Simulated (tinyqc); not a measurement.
Threshold-voltage variability of a planar MOSFET, analytic estimates: one step of the calculation.

Three independent sources add in quadrature: random dopants in the depleted layer, metal-gate grains of two orientations, and roughness of the two gate edges acting through the roll-off VT = VT(long) - Vr exp(-L/l). These are first-order estimates: no three-dimensional electrostatics, no percolation.

Problem. Metal grains and edge roughness. Grains: Ng = L W/G^2 (at least 1), s2 = dW sqrt(p (1 - p)/Ng). Edges, with exponential correlation and u = W/La: the mean gate length has sL^2 = 2 De^2 (2/u)[1 - (1 - exp(-u))/u]; s3 = sL (Vr/l) exp(-L/l).

Inputs (values chosen for the exercise); material values close to those of silicon: gate length L = 25 nm; gate width W = 44 nm; metal grain size G = 5 nm; work-function difference of the two grain orientations dW = 0.2 eV; share of the orientation of higher work function p = 0.6; rms roughness of one gate edge De = 0.8 nm; correlation length of the roughness La = 10 nm; decay length of the threshold roll-off l = 5.4 nm; prefactor of the roll-off Vr = 2.9 V.

Wanted: Ng; s2; sL; dVT/dL; s3.

Solution.

Ng = 44.00
s2 = 14.77 mV
sL = 0.6717 nm
dVT/dL = 5.241 mV/nm
s3 = 3.520 mV

tinyqc, about 0.01 s, one thread, Intel Xeon 2.30GHz (shared host): `OMP_NUM_THREADS=1 python tinyqc.py 2090045 2090046 out.jsonl`
